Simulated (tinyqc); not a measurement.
## Capacitances against the line height

Endless row of lines of width wl, height tl and space sl between grounded planes at distance hd; e2 fills the gaps beside the lines, e1 the rest. Laplace's equation is solved on meshes of 3, 6 and 12 steps per unit u and extrapolated (Aitken), which is good to about 0.2 %. C_even (all lines at 1 V) is the capacitance Cg to the planes; C_odd (neighbours in antiphase) = Cg + 4 Cc if only nearest neighbours couple, which defines Cc; total with quiet neighbours Cg + 2 Cc. Plate values 2 eps0 e1 wl/hd and eps0 e2 tl/sl.

Parameters, values chosen for the exercise: relative permittivity above and below the lines e1 = 3; relative permittivity between the lines e2 = 3.9; line width, in units u wl = 6 u; space between lines sl = 8 u; distance to each plane hd = 4 u.

Constants: eps0 = 8.8541878128e-12 F/m. Results are converted to the units shown.

The same in every row: plate Cg (aF/um) = 79.7.

Capacitances against the line height:
```
tl (u)	Cg (aF/um)	Cc (aF/um)	Cg + 2 Cc (aF/um)	C_odd (aF/um)	plate Cc (aF/um)	share of coupling, 2 Cc/(Cg + 2 Cc) (%)
2	147	6.65	160	173	8.63	8.32
4	154	13.6	182	209	17.3	15.0
6	158	21.5	201	244	25.9	21.4
8	159	29.8	219	278	34.5	27.2
12	160	46.8	254	347	51.8	36.9
16	160	64.0	288	416	69.1	44.4
```

Read the table: what changes, and by how much?

As tl goes from 2 to 16, Cg rises from 147 to 160 aF/um, Cc rises from 6.65 to 64.0 aF/um and the share of coupling rises from 8.32 to 44.4 %. Cg is 1.84 times its plate value in the first row and 2.01 times in the last; for Cc the ratios are 0.771 and 0.927. Neighbours in antiphase raise the load by a factor of 1.08 and 1.44 over quiet ones.

Program tinyqc, `OMP_NUM_THREADS=1 python tinyqc.py 2790221 2790222 out.jsonl`; Intel Xeon 2.30GHz, shared host, one thread, about 1 s.
